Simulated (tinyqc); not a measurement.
# Bottom-up copper filling of a trench by curvature-enhanced accelerator coverage, step by step

A worked calculation. Computed by tinyqc, a small Python program that keeps every step. Command: `OMP_NUM_THREADS=1 python tinyqc.py 3020262 3020263 out.jsonl superfill walk`. One thread of a shared host (Intel(R) Xeon(R) Processor @ 2.30GHz), about 0.07 s of CPU time with the checks. Intermediate numbers are printed to about 6 digits and carried at full precision; extremes and crossings named in words are read from the listed rows.

A rectangular trench keeps vertical walls and a flat floor. An accelerator floats on the surface; where area is lost in the corners it is passed on to the floor.

Inputs (values chosen for the exercise, close to those used for damascene copper plating):
```
quantity                                           value     unit
trench width w                                        85       nm
aspect ratio h/w                                     1.1        -
exchange current of the suppressed surface i_0     0.032  mA/cm^2
exchange current of the accelerated surface i_1     0.87  mA/cm^2
transfer coefficient alpha                          0.41        -
overpotential eta                                   0.16        V
starting coverage theta_0                          0.021        -
adsorption rate k_a                              0.00016      1/s
cupric ion concentration C                          0.42    mol/l
diffusivity D                                    4.4e-06   cm^2/s
boundary layer delta                                  54       um
temperature T                                        298        K
```

Constants: e = 1.602176634e-19 C; N_A = 6.02214076e+23 1/mol; k_B = 8.617333262e-05 eV/K.

## Velocities

Kinetic current i_k = [i_0 (1 - theta) + i_1 theta] exp(alpha eta/(k_B T)), limit i_L = 2 F D C/delta, i = 1/(1/i_k + 1/i_L); velocity v = i Omega/(2F), Omega = 7.11 cm^3/mol, F = e N_A. Depletion inside the trench is ignored.

limiting current i_L = 66.0388 mA/cm^2

velocity at theta = 0 = 0.150750 nm/s

velocity at theta_0 = 0.232859 nm/s

velocity at theta = 1 = 3.52637 nm/s

ratio v(1)/v(theta_0) = 15.1438

Without acceleration the walls meet when the floor has risen by w/2, so a seam-free fill needs a mean floor-to-wall speed ratio of at least 2 h/w = 2.2.

## First rates

At the start theta_b = theta_s = theta_0 and x = w/2: d theta_b/dt = k_a (1 - theta_0) + 2 theta_0 v/x (theta_b on the floor, theta_s on the walls, x the half width). At this initial relative rate the doubling time without adsorption would be x ln2/(2 v).

rate from adsorption = 1.56640e-04 1/s

rate from area loss = 2.30120e-04 1/s

doubling time = 63.2544 s

## Filling

Half width x, floor height y, depth h = aspect ratio x w. dx/dt = -v_s, dy/dt = v_b. d theta_b/dt = k_a (1 - theta_b) + [theta_s v_b + theta_b v_s]/x: the floor takes the accelerator of the wall it covers and keeps its own as it narrows. d theta_s/dt = k_a (1 - theta_s). theta_b is capped at 1. Integrate (tolerance 1e-9) until the walls meet (x = 0.02 w/2) or the floor passes the original mouth y = h. Start: x = w/2, y = 0, theta_b = theta_s = theta_0. Height filled = y/h, opening left = x/(w/2).

Course of the fill (nine evenly spaced times):
```
t (s)     x (nm)   y (nm)   theta_b    theta_s  v_b/v_s
0.000    42.5000   0.0000  0.021000  0.0210000   1.0000
17.060   38.4386   4.2105  0.028473  0.0236687   1.0768
34.121   34.2002   8.9889  0.038303  0.0263301   1.1833
51.181   29.7853  14.5320  0.051936  0.0289843   1.3367
68.242   25.1948  21.1682  0.072192  0.0316313   1.5707
85.302   20.4291  29.4965  0.105275  0.0342710   1.9575
102.363  15.4889  40.7605  0.167541  0.0369035   2.6832
119.423  10.3748  58.1305  0.316943  0.0395289   4.3740
136.484   5.0875  93.5000  0.933698  0.0421471  10.5784
```

time at the end = 136.484 s

share of the height filled from the floor = 1

opening left, as a share of w = 0.119705

The floor escapes with 12 % of the opening left: a seam-free fill, and the enriched floor will overshoot into a bump. Caution: real profiles develop slanted corners, and accelerator is consumed; both are left out.

## The window in starting coverage

The formulas are those given above.

Outcome:
```
theta_0  v(1)/v(theta_0)  height filled  opening left  time (s)
0.001            22.7990        1.00000      0.050777   189.221
0.003            21.6989        1.00000      0.058790   182.730
0.010            18.5677        1.00000      0.084910   162.305
0.020            15.4016        1.00000      0.116866   138.552
0.050            10.2114        1.00000      0.177386    93.810
0.100             6.5690        1.00000      0.204271    61.104
0.200             3.8719        1.00000      0.140486    39.702
0.400             2.1708        0.84536      0.020000    25.573
0.800             1.2040        0.53106      0.020000    14.217
```

The fill succeeds for theta_0 from 0.001 to 0.2 among these rows, with the widest margin at 0.1. Too much speeds the walls as well and removes the contrast.

Checks made by the program: wall coverage against its closed form (relative difference below 1e-10).
